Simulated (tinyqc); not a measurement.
A run and its error bars: classical Heisenberg spin chain: exact results, Metropolis, heat-bath and over-relaxation steps, and a Monte Carlo run. Computed by tinyqc, a small Python program. Command: `OMP_NUM_THREADS=1 python tinyqc.py 3130083 3130084 out.jsonl heismc walk`. One thread of a shared host (Intel(R) Xeon(R) Processor @ 2.30GHz), about 0.2 s of CPU time with the checks.

E = -J sum_i s_i . s_(i+1) for unit vectors s_i on an open chain; K = J/(k_B T).

Inputs (values chosen for the exercise, for a model chain of large moments):
```
quantity                     value  unit
coupling J                      23   meV
temperature T                  101     K
moment mu                      4.5  mu_B
length N of the open chain      12     -
seed                        783723     -
```

Update: heat bath with over-relaxation.

Constants: k_B = 8.617333262e-05 eV/K; mu_B = 5.7883818060e-05 eV/T.

Method:
- Each bond angle is independent, so u = <s_i . s_(i+1)> = coth K - 1/K, <s_i . s_(i+n)> = u^n, correlation length xi = -1/ln|u|, energy per bond -J u, heat capacity per bond c/k_B = 1 - K^2/sinh^2 K, and for the long chain chi = mu^2 (1 + u)/(3 k_B T (1 - u)) per spin.
- For N spins, <|sum s|^2>/N = (1 + u)/(1 - u) - 2 u (1 - u^N)/(N (1 - u)^2); the long chain has (1 + u)/(1 - u), chi over the Curie value, and the difference is relative to it.
- From the ordered state (alternating for J < 0), with each spin drawn from exp(h . s), h = K x sum of neighbours, 200 sweeps are discarded and 1600 recorded (even and odd sites in turn, each heat-bath sweep followed by two sweeps of reflections; random numbers not printed, so these rows are one sample). Errors are the scatter of block means over sqrt(number of blocks).

K = 2.64261

u = 0.631770

<|sum s|^2>/N = 3.65798

Blocking:
```
block length  mean bond product      error  <|sum s|^2>/N     error
1                       0.63516  0.0026249         3.7197  0.051816
4                       0.63516  0.0028728         3.7197  0.055778
16                      0.63516  0.0030913         3.7197  0.057937
40                      0.63516  0.0029427         3.7197  0.060431
80                      0.63516  0.0034221         3.7197  0.065826
```

What does the comparison show, and why?

With blocks of 40 the bond product is 1.2 error bars from the exact u = 0.6318, and <|sum s|^2>/N is 1.0 from the exact 3.658. Blocking to 40 changes the two errors by factors 1.1 and 1.2.
